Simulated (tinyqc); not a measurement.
Worked calculation: CIS on RHF in the sto-6g basis, for H6, spin multiplicity 1. One step of it, computed by the program tinyqc.

Task: CIS matrix, singlets. A(ia,jb) = (e_a - e_i) d_ij d_ab + 2 (ia|jb) - (ij|ab).

orbital energies (hartree): MO1 -0.665194, MO2 -0.551311, MO3 -0.387138, MO4 0.297406, MO5 0.633609, MO6 1.028804

Two-electron integrals over orbitals (pq|rs), unique and non-zero (hartree):
```
(11|11) 0.420938    (21|21) 0.129043    (22|11) 0.335183    (22|22) 0.383758
(31|11) 0.081142    (31|22) -0.044086   (31|31) 0.117629    (32|21) -0.115374
(32|32) 0.136882    (33|11) 0.379290    (33|22) 0.347331    (33|31) 0.035061
(33|33) 0.380663    (41|21) -0.043208   (41|32) -0.008447   (41|41) 0.081510
(42|11) -0.067061   (42|22) -0.002442   (42|31) -0.055335   (42|33) -0.011286
(42|42) 0.078232    (43|21) -0.071266   (43|32) 0.071014    (43|41) 0.013669
(43|43) 0.087533    (44|11) 0.381338    (44|22) 0.348872    (44|31) 0.033140
(44|33) 0.371638    (44|42) -0.021881   (44|44) 0.386337    (51|11) 0.007556
(51|22) 0.031676    (51|31) -0.027602   (51|33) -0.012871   (51|42) -0.034931
(51|44) -0.002597   (51|51) 0.050796    (52|21) 0.031316    (52|32) 0.002585
(52|41) -0.055190   (52|43) 0.037198    (52|52) 0.087581    (53|11) -0.073356
(53|22) -0.006700   (53|31) -0.059230   (53|33) -0.024481   (53|42) 0.073515
(53|44) -0.020438   (53|51) -0.028410   (53|53) 0.079149    (54|21) -0.117241
(54|32) 0.130482    (54|41) 0.001711    (54|43) 0.072403    (54|52) -0.000886
(54|54) 0.140232    (55|11) 0.351940    (55|22) 0.389022    (55|31) -0.032854
(55|33) 0.360635    (55|42) -0.008426   (55|44) 0.369124    (55|51) 0.031117
(55|53) -0.011230   (55|55) 0.414065    (61|21) 0.001631    (61|32) 0.018838
(61|41) -0.029667   (61|43) -0.046644   (61|52) -0.031634   (61|54) 0.015846
(61|61) 0.067510    (62|11) -0.011591   (62|22) -0.035097   (62|31) 0.025507
(62|33) 0.003095    (62|42) 0.030872    (62|44) 0.004832    (62|51) -0.046248
(62|53) 0.032716    (62|55) -0.034404   (62|62) 0.048661    (63|21) 0.045578
(63|32) 0.000356    (63|41) -0.076946   (63|43) -0.015955   (63|52) 0.055008
(63|54) 0.000387    (63|61) 0.028871    (63|63) 0.082357    (64|11) -0.083551
(64|22) 0.036549    (64|31) -0.112796   (64|33) -0.037151   (64|42) 0.057371
(64|44) -0.037742   (64|51) 0.024534    (64|53) 0.060245    (64|55) 0.036090
(64|62) -0.024815   (64|64) 0.122191    (65|21) -0.131834   (65|32) 0.120059
(65|41) 0.044031    (65|43) 0.075609    (65|52) -0.032494   (65|54) 0.126393
(65|61) -0.002404   (65|63) -0.050220   (65|65) 0.148736    (66|11) 0.449559
(66|22) 0.358801    (66|31) 0.087706    (66|33) 0.408461    (66|42) -0.074051
(66|44) 0.416203    (66|51) 0.008709    (66|53) -0.082759   (66|55) 0.386635
(66|62) -0.013768   (66|64) -0.096755   (66|66) 0.507514
```

Give: CIS matrix A, singlet.

Result:

CIS matrix A, singlet (hartree):
```
         1>4      1>5      1>6     2>4      2>5      2>6      3>4      3>5
1>4   0.7443   0.0000   0.0242  0.0000   0.0069   0.0000  -0.0058   0.0000
1>5   0.0000   1.0485   0.0000  0.0474   0.0000   0.0393   0.0000  -0.0240
1>6   0.0242   0.0000   1.3795  0.0000   0.0686   0.0000   0.0195   0.0000
2>4   0.0000   0.0474   0.0000  0.6563   0.0000   0.0252   0.0000   0.0165
2>5   0.0069   0.0000   0.0686  0.0000   0.9711   0.0000  -0.0561   0.0000
2>6   0.0000   0.0393   0.0000  0.0252   0.0000   1.3186   0.0000  -0.0546
3>4  -0.0058   0.0000   0.0195  0.0000  -0.0561   0.0000   0.4880   0.0000
3>5   0.0000  -0.0240   0.0000  0.0165   0.0000  -0.0546   0.0000   0.8184
3>6  -0.0411   0.0000  -0.0300  0.0000  -0.0100   0.0000   0.0052   0.0000

         3>6
1>4  -0.0411
1>5   0.0000
1>6  -0.0300
2>4   0.0000
2>5  -0.0100
2>6   0.0000
3>4   0.0052
3>5   0.0000
3>6   1.1722
```
